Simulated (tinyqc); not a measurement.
Chemical vapour deposition: Grove model, boundary layer, depletion and step coverage: one step, computed by the program tinyqc.

A precursor diffuses to the surface and reacts there at first order; each molecule that reacts adds one formula unit of film.

Question. Gas-phase and surface constants. k_s = k0 exp(-E/(k_B T)); C_g = Y p/(k_B T), 1 torr = 133.322 Pa; D = D0 (T/273.15)^1.75 (760/p). Temperatures in kelvin are T(C) + 273.15. Mean speed c = sqrt(8 k_B T/(pi M)); reactive sticking probability beta = 4 k_s/c.

Inputs (values chosen for the exercise, close to those used for tungsten from its fluoride):
```
quantity                                      value    unit
prefactor k0 of k_s                           28000    cm/s
activation energy E                           0.732      eV
temperature T                                   370       C
total pressure p                                190    torr
mole fraction of the precursor Y             0.0093       -
gas diffusivity D0 at 273.15 K and 760 torr    0.54  cm^2/s
precursor mass M                                298       u
```

Reactor: horizontal, reduced pressure.

Constants: k_B = 1.380649e-23 J/K; u = 1.6605390666e-27 kg; k_B = 8.617333262e-05 eV/K.

Give: surface rate constant k_s; precursor density C_g; gas diffusivity D; mean speed c; sticking probability beta.

Answer.

surface rate constant k_s = 0.051421 cm/s

precursor density C_g = 2.6530e+16 1/cm^3

gas diffusivity D = 9.6671 cm^2/s

mean speed c = 21376 cm/s

sticking probability beta = 9.6221e-06
